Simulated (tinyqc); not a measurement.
Shift against diffusion length: interdiffusion of a quantum well during annealing: blurred potential and shift of the confined levels. Computed by tinyqc, a small Python program. Command: `OMP_NUM_THREADS=1 python tinyqc.py 3003461 3003462 out.jsonl qwi walk`. One thread of a shared host (Intel(R) Xeon(R) Processor @ 2.30GHz), about 0.06 s of CPU time with the checks.

A square well of width w is blurred by Fick diffusion with a constant coefficient; band offsets are linear in composition, masses are uniform, and strain and excitons are ignored.

Inputs (values chosen for the exercise, modelled on SiGe in silicon (holes and electrons as a model)):

| quantity | value | unit |
|---|---|---|
| well width w | 2.5 | nm |
| electron mass m_e | 0.189 | m_0 |
| hole mass m_h | 0.289 | m_0 |
| conduction offset V_c | 0.034 | eV |
| valence offset V_v | 0.23 | eV |

Constants: hbar^2/(2 m_0) = 3.80998212 eV angstrom^2.

Method:
- Square well, ground state: take the lowest root of k tan(k w/2) = kappa, k^2 = E/c, kappa^2 = (V - E)/c, c = hbar^2/(2m) with hbar^2/(2 m_0) in eV angstrom^2.
- With L = sqrt(D t) and the share at the centre erf(w/(4L)). After the anneal: V(z) = V {1 - (1/2)[erf((w/2 - z)/(2L)) + erf((w/2 + z)/(2L))]}, energies counted from the original well bottom. Finite differences on 3000 points over |z| < w/2 + 6L + 25 nm; shifts are taken against the same grid with cell-averaged square steps.
- First-order estimate for small L: the shift is 2 L^2 V |d(psi^2)/dz| at an edge, with psi the normalised square-well state: psi^2 = cos^2(k z)/(w/2 + 1/kappa) inside, so |d(psi^2)/dz| = k sin(k w)/(w/2 + 1/kappa).

electron level before the anneal = 27.2991 meV

hole level before the anneal = 76.8588 meV

Shifts (meV):

| L/w | L (nm) | share at the centre | electron | hole | sum | first-order sum |
|---|---|---|---|---|---|---|
| 0.02 | 0.05 | 1 | 0.007 | 0.361 | 0.368 | 0.38776 |
| 0.04 | 0.1 | 1 | 0.028 | 1.401 | 1.429 | 1.5510 |
| 0.07 | 0.175 | 1.00000 | 0.082 | 4.06 | 4.143 | 4.7500 |
| 0.1 | 0.25 | 0.99959 | 0.16 | 7.856 | 8.016 | 9.6940 |
| 0.15 | 0.375 | 0.98158 | 0.33 | 16.112 | 16.441 | 21.811 |
| 0.2 | 0.5 | 0.92290 | 0.532 | 25.737 | 26.268 | 38.776 |
| 0.3 | 0.75 | 0.76141 | 0.966 | 44.812 | 45.778 | 87.246 |
| 0.45 | 1.125 | 0.56794 | 1.574 | 67.164 | 68.738 | 196.30 |
| 0.7 | 1.75 | 0.38649 | 2.373 | 90.165 | 92.537 | 475.00 |
| 1 | 2.5 | 0.27633 | 3.052 | 105.6 | 108.652 | 969.40 |

The sum grows as L^1.96 between the first rows (L^2, linear in time, in first order) and as L^0.45 between the last, as it bends towards the limit V_c + V_v less the original levels, 159.8 meV. The first-order form is off by +5 % in the first row and +21 % at L/w = 0.1; it needs L well below the decay length 1/kappa. At L/w = 0.2 the hole level has moved by the larger share of its offset (11.2 % for the hole, 1.6 % for the electron). Caution: the well mass is used in the barriers too; a heavier barrier mass would lower these levels.
